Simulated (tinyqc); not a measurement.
What each parameter does: band offset of a heterojunction with an interface dipole (two-band chains, self-consistent charge).

Sites alternate A, C. Left: A at -G1/2, C at +G1/2, hopping -t1; right: A at D - G2/2, C at D + G2/2, hopping -t2; the bonds across the two interfaces of a ring (C left to A right, C right to A left) have -sqrt(t1 t2). D is the offset of the mid-gaps, so Ev(right) - Ev(left) = D - (G2 - G1)/2 and Ec(right) - Ec(left) = D + (G2 - G1)/2. The closing bond has its sign reversed (antiperiodic ring). Half the levels are filled with two electrons each. The charge moved is q = (electrons on the left) less one a site; the mean over the two interfaces, q/2, is taken as the charge that crosses each, and its dipole opposes the offset: D = D0 - u q/2.

From here on the ring has 24 cells a side.

Parameters, chosen for this exercise (gaps near those of Si and GaP; the chains and D0 are free models, so the offsets are not those of the real pair; shifted at random, so the results belong to these values and not to a real crystal): G1 = 1.15 eV (gap on the left); G2 = 2.36 eV (gap on the right); t1 = 2.71 eV (hopping on the left); t2 = 2.34 eV (hopping on the right); D0 = 0.29 eV (mid-gap of the right side above that of the left, without dipole); u = 7.2 eV (potential step per electron moved across).

Self-consistent D by bisection, q there, and the two offsets.

Results for these values:
```
case  D (eV)       q  valence offset (eV)  conduction offset (eV)
base  0.1376  0.0423              -0.4674                  0.7426
```

What happens to each result for t1 = 3.116 eV, all else kept?

Answer: D does not change at the printed digits; q does not change at the printed digits; valence offset does not change at the printed digits; conduction offset does not change at the printed digits.

The same for each parameter in turn:
```
case           D (eV)       q  valence offset (eV)  conduction offset (eV)
base           0.1376  0.0423              -0.4674                  0.7426
G1 = 1.322 eV  0.1414  0.0413              -0.3776                  0.6604
G2 = 2.714 eV  0.1446  0.0404              -0.6374                  0.9266
t1 = 3.116 eV  0.1376  0.0423              -0.4674                  0.7426
t2 = 2.691 eV  0.1375  0.0424              -0.4675                  0.7425
D0 = 0.333 eV  0.1580  0.0486              -0.4470                  0.7630
u = 8.28 eV    0.1276  0.0392              -0.4774                  0.7326
```

tinyqc: `OMP_NUM_THREADS=1 python tinyqc.py 1450744 1450745 out.jsonl`; about 0.4 s, one thread, shared Intel(R) Xeon(R) Processor @ 2.30GHz.
